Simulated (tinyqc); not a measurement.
Angle of incidence: periodic multilayer mirror for extreme ultraviolet light.

s polarisation, vacuum above. q_j = sqrt(N_j^2 - sin^2 theta); interface r_jk = (q_j - q_k)/(q_j + q_k) exp(-2 (2 pi/lam)^2 q_j q_k sg^2) (Nevot-Croce; sg = 0 if not given); phase factor of a layer x_j = exp(4 pi i q_j d_j/lam). Each period has the spacer (thickness (1 - Gm) L) on top of the absorber (Gm L). In this recursion R is the amplitude; R in tables and results is the reflectance, its squared modulus. The substrate is of the spacer material. Starting with R = 0 in it, each interface upward gives R -> (r + R x)/(1 + r R x), x that of the layer below the interface (1 for the substrate).

Values chosen for the exercise (optical constants near those of Mo and Si at 13.5 nm; shifted at random, so the results belong to these values and not to a real crystal): lam = 13.5 nm (wavelength); dA = (0.0759, 0.0063) (delta and beta of the absorber, N = 1 - delta + i beta); dS = (0.0012, 0.00187) (delta and beta of the spacer and the substrate); L = 6.94 nm (period); Gm = 0.44 (absorber share of the period); sg = 0.4 nm (interface roughness); Np = 20 (periods).

Results:
```
theta (degrees)  lam_B (nm)      R
0                    13.407  0.581
2                    13.398  0.580
4                    13.372  0.578
6                    13.328  0.570
8                    13.267  0.549
10                   13.188  0.503
12                   13.092  0.409
14                   12.979  0.245
16                   12.849  0.059
18                   12.701  0.013
20                   12.537  0.064
```

What can be read from this table?

lam_B = 2 L Re(mean q) falls with the angle, from 13.407 to 12.537 nm; the largest value listed is 0.581 at 0 degrees. R stays above 90 % of that value at 0, 2, 4, 6 and 8 degrees, which bounds the cone of light that a mask or mirror with this period accepts.

Program tinyqc; command `OMP_NUM_THREADS=1 python tinyqc.py 1681147 1681148 out.jsonl`; about 0.01 s on one thread of a shared Intel(R) Xeon(R) Processor @ 2.30GHz.
